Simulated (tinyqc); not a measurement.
Worked calculation: tight binding, kagome lattice. One step of it, computed by the program tinyqc.

Problem. Levels at K. Diagonalise the Hermitian matrix.

H(k) at K (eV), order A, B, C:
```
[[0.000000, -0.700000+1.212436i, -0.700000-1.212436i],
 [-0.700000-1.212436i, 0.000000, -0.700000+1.212436i],
 [-0.700000+1.212436i, -0.700000-1.212436i, 0.080000]]
```

Give: eigenvalues; weights |c|^2 of the basis functions.

Solution.

eigenvalues (eV): [-1.4000, -1.3470, 2.8270]

weights |c|^2 of the basis functions, order A, B, C:
```
[[0.5000, 0.1709, 0.3291],
 [0.5000, 0.1709, 0.3291],
 [0.0000, 0.6581, 0.3419]]
```
